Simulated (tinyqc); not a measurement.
From results back to parameters: band folding and unfolding in a supercell of a chain.

Problem. A chain with hopping -t and site energies alternating +V, -V has E = -/+ sqrt(V^2 + 4 t^2 cos^2(ka)); the lower state has weight (1 + 2t cos(ka)/|E|)/2 on k and the rest on k + pi/a. The gap at ka = pi/2 and the full spread at k = 0 come from hidden t and V.

values (eV): gap 1.06000, spread at k = 0 6.09291
Find: V, t; weight of the lowest state on k = 0.

Solution. The gap is 2V and the spread 2 sqrt(V^2 + 4t^2).

V, t (eV): 0.530  1.500

weight of the lowest state on k = 0 = 0.9924

tinyqc: `OMP_NUM_THREADS=1 python tinyqc.py 1482298 1482299 out.jsonl`; about 0.01 s, one thread, shared Intel(R) Xeon(R) Processor @ 2.30GHz.
